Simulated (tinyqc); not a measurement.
# From one set of inputs to another, one input at a time

Model: longitudinal sound in a periodic multilayer: transfer matrices, stop bands and folded phonons. Computed by tinyqc, a small Python program. Command: `OMP_NUM_THREADS=1 python tinyqc.py 3009169 3009170 out.jsonl multilayer ladder`. One thread of a shared host (Intel(R) Xeon(R) Processor @ 2.30GHz), about 0.01 s of CPU time with the checks.

Layers 1 and 2 repeat with period d = d_1 + d_2; waves travel normal to the layers, without loss. State vector (u, s): displacement u and stress divided by omega. Impedances Z = rho v are in 1e6 kg/(m^2 s).

The inputs printed are set A. Set A is modelled on copper (layer 1), tantalum (layer 2) and silicon (substrate); the values taken over come from a set modelled on gallium arsenide (layer 1), aluminium arsenide (layer 2) and silica (substrate). Inputs not listed in the table keep their values of set A, so the rows need not describe a real material.

Inputs (values chosen for the exercise, modelled on copper (layer 1), tantalum (layer 2) and silicon (substrate)):
```
quantity            value    unit
density rho_1        8.97  g/cm^3
velocity v_1         4840     m/s
thickness d_1         553      nm
density rho_2        16.7  g/cm^3
velocity v_2         4220     m/s
thickness d_2         917      nm
substrate density     2.3  g/cm^3
substrate velocity   8310     m/s
periods N               3       -
```

Method:
- Z = rho v; interface reflection r = (Z_2 - Z_1)/(Z_2 + Z_1) (stress amplitude, from 1 into 2); Bragg frequency f_B = 1/[2 (d_1/v_1 + d_2/v_2)]; long-wave velocity v_eff = d/sqrt[(d_1/v_1)^2 + (d_2/v_2)^2 + (Z_1/Z_2 + Z_2/Z_1)(d_1/v_1)(d_2/v_2)].
- A layer maps (u, s) by [[cos p, sin p/Z], [-Z sin p, cos p]], p = 2 pi f d_i/v_i; one period is M = M_2 M_1, and cos(q d) = trace(M)/2.
- For N periods A = M^N. A wave comes from a thick layer of material 1 and leaves into the substrate (Z_s): transmitted power T = 4 Z_1 Z_s/|Z_1 A_22 + Z_s A_11 - i (Z_1 Z_s A_12 - A_21)|^2, reflected power R = 1 - T.
- Gap m contains m f_B; its edges, where trace(M)/2 = (-1)^m, are found by root search. Weak-contrast estimate of the width: (4 f_B/pi) |r sin(m pi a)|, a = (d_1/v_1)/(d_1/v_1 + d_2/v_2).

Each row keeps all changes above it:
```
input moved                 from    to  Bragg frequency f_B (GHz)  width/f_B (%)  transmitted power at f_B
set A                          -     -                      1.508          26.89                    0.1282
thickness d_1 (nm)           553   555                      1.506          26.93                    0.1278
density rho_2 (g/cm^3)      16.7  3.79                      1.506          53.36                    0.0378
thickness d_2 (nm)           917   662                      1.841          58.99                    0.0256
substrate density (g/cm^3)   2.3  2.19                      1.841          58.99                    0.0268
velocity v_2 (m/s)          4220  5650                      2.157          44.08                    0.1285
density rho_1 (g/cm^3)      8.97  5.29                      2.157          11.36                    0.8775
velocity v_1 (m/s)          4840  4810                      2.150          10.97                    0.8869
```

Bragg frequency f_B goes from 1.51 to 2.15, a factor 1.43 in all. The largest single move comes from thickness d_2 (a factor 1.22). width/f_B goes from 26.9 to 11.0, a factor 0.408 in all. The largest single move comes from density rho_1 (a factor 0.258), and density rho_2 works against it (a factor 1.98). Transmitted power at f_B goes from 0.128 to 0.887, a factor 6.92 in all. The largest single move comes from density rho_1 (a factor 6.83), and density rho_2 works against it (a factor 0.296). The single moves hold for this order of the switches; the total does not depend on the order.

Extremes, crossings and ranges named in words are read from the listed rows.
